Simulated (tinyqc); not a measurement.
# Resistance of a source-drain extension with a graded tip: effect of the position under the gate where the fall begins

y runs along the channel, the gate covers y > 0. The doping is N0 for y < y0 and N0 10^(-(y - y0)/la) beyond, uniform over the depth xj. Sheet conductance s(y) = q mu(N) max(N - Nch, 0) xj + (for y > 0) ma Cox Vo, with mu(N) = u0 + (u1 - u0)/(1 + (N/Nr)^au) and Cox = eps0 eox/tox. Current is taken as one-dimensional; depletion of the tip, spreading and the contact are left out. The metallurgical junction lies at yj, where N = Nch.

R_spacer = integral of dy/s from -Ls to 0, R_ov from 0 to yj, R_channel = (Lg - 2 yj)/(ma Cox Vo), R_total = 2 R_spacer + 2 R_ov + R_channel. Electrical length L_eff = ma Cox dR_total/d(1/Vo); R_series = R_total - L_eff/(ma Cox Vo).

Inputs (values chosen for the exercise); mobility law close to that of electrons in silicon:
```
symbol,value,unit,meaning
eox,3.9,,relative permittivity of the gate insulator (close to silicon dioxide)
tox,1.2,nm,insulator thickness
N0,1e20,cm^-3,active doping of the extension far from the gate
la,3.4,nm/decade,lateral abruptness
xj,28,nm,depth of the extension
Nch,2.5e18,cm^-3,channel doping
Ls,6,nm,spacer length
Vo,0.83,V,gate overdrive
ma,220,cm^2/(V s),mobility of the gate-induced layer
u1,1414,cm^2/(V s),mobility at low doping
u0,68.5,cm^2/(V s),mobility at high doping
Nr,9.2e16,cm^-3,reference doping
au,0.711,,exponent
Lg,50,nm,gate length
```

Constants: q = 1.602176634e-19 C, eps0 = 8.8541878128e-14 F/cm where lengths are in cm. Results are converted to the units shown.

Effect of the position under the gate where the fall begins:
```
y0 (nm),yj (nm),R_spacer (ohm um),R_ov (ohm um),R_channel (ohm um),R_total (ohm um),L_eff (nm),R_series (ohm um)
-4,1.447,6.080,2.294,89.65,106.4,49.14,12.88
-2,3.447,2.355,4.240,82.04,95.23,46.22,7.263
0,5.447,1.764,5.120,74.42,88.19,42.45,7.403
2,7.447,1.764,5.629,66.81,81.60,38.52,8.285
4,9.447,1.764,6.138,59.20,75.00,34.59,9.168
6,11.45,1.764,6.647,51.59,68.41,30.66,10.05
8,13.45,1.764,7.157,43.97,61.81,26.74,10.93
```

What does the comparison show?

As y0 goes from -4 to 8, R_total falls from 106 to 61.8 ohm um, L_eff falls from 49.1 to 26.7 nm and R_series goes from 12.9 through a minimum of 7.26 (at y0 = -2 among the rows listed) to 10.9 ohm um. More overlap also shortens the channel and adds capacitance, effects on threshold and speed that are left out.

Program tinyqc, `OMP_NUM_THREADS=1 python tinyqc.py 2282299 2282300 out.jsonl`; Intel Xeon 2.30GHz, shared host, one thread, about 0.03 s.
